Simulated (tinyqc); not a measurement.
Changing the hydrogen carrier pressure p_H: microkinetic model of low-temperature epitaxy from hydride gases: adsorption, hydrogen desorption and rate control. Computed by tinyqc, a small Python program. Command: `OMP_NUM_THREADS=1 python tinyqc.py 3026165 3026166 out.jsonl hepi sweep`. One thread of a shared host (Intel(R) Xeon(R) Processor @ 2.30GHz), about 0.03 s of CPU time with the checks.

Each hydride molecule needs two free sites and leaves four hydrogen atoms, of which two leave at once as H2; theta is the hydrogen coverage, the site density is 6.78 per nm^2 and one layer is 1.358 angstrom thick.

Inputs (values chosen for the exercise, close to those used for silane, with second-order desorption as on Si(111) but the site density of Si(001)):
```
quantity                            value  unit
silane pressure p_S                  0.44    Pa
sticking prefactor of silane s0      0.01     -
adsorption barrier E_s               0.27    eV
desorption prefactor nu_d         2.2e+12   1/s
desorption energy on silicon E_d     1.96    eV
sticking of hydrogen s_H          4.9e-08     -
temperature T                         490     C
```

Film: silicon. Order of hydrogen desorption: second.

Constants: k_B = 8.617333262e-05 eV/K; u = 1.6605390666e-27 kg; k_B = 1.380649e-23 J/K.

Method:
- Flux per site F = p/(sqrt(2 pi M k_B T) x 6.78e18 per m^2), M = 32.12 u (silane), 2.016 u (hydrogen); s = s0 exp(-E_s/(k_B T)); k_S = s F_S = k; k_H = s_H F_H; k_d = nu_d exp(-E_d/(k_B T)).
- Temperatures in kelvin are T(C) + 273.15.
- With k the hydride and k_H the hydrogen adsorption rate on free pairs and k_d the desorption rate, steady state: 2 (k + k_H)(1 - theta)^2 = k_d theta^2; growth rate R = k (1 - theta)^2 layers/s; 1 layer/s = 8.148 nm/min.
- With c = 2 (k + k_H)/k_d the free share is 1 - theta = 1/(1 + sqrt(c)).
- X_i = d ln R/d ln k_i at fixed other constants. With f = 1 - theta and a = 2/f + 2/theta: d ln f/d ln k_d = 1/(a f), so X_d = 2/(a f), X_k = 1 - X_d k/(k + k_H), X_H = -X_d k_H/(k + k_H); they sum to 1.

One run for each value:
```
hydrogen carrier pressure p_H (Pa)  growth rate G (nm/min)  hydrogen coverage theta  X_H (hydrogen adsorption)
1                                                  0.30287                  0.54554                -1.4676e-03
4                                                  0.30154                  0.54654                -5.8340e-03
20                                                 0.29470                  0.55171                -2.8240e-02
70                                                 0.27551                  0.56655                -8.9985e-02
300                                                0.21486                  0.61722                -2.7607e-01
1000                                               0.13424                  0.69744                -5.0881e-01
6000                                               0.04115                  0.83248                -7.8404e-01
20000                                              0.01500                  0.89885                -8.8249e-01
100000                                             0.00341                  0.95175                -9.4823e-01
```

Describe and explain the trends.

Over the rows, growth rate G (nm/min) falls from 0.303 to 0.00341 (exponent d ln y / d ln x -0.0032 between the first rows and -0.92 between the last); hydrogen coverage theta rises from 0.546 to 0.952 (exponent d ln y / d ln x 0.0013 between the first rows and 0.036 between the last); X_H (hydrogen adsorption) falls from -0.00147 to -0.948 (exponent d ln y / d ln x 1.00 between the first rows and 0.045 between the last). At the low end the exponent of growth rate G is 0.00, close to 0: carrier hydrogen plays no part.

Caution (rows 6000, 20000, 100000): at carrier pressures near or above 1e4 Pa gas-phase transport, left out here, begins to limit.
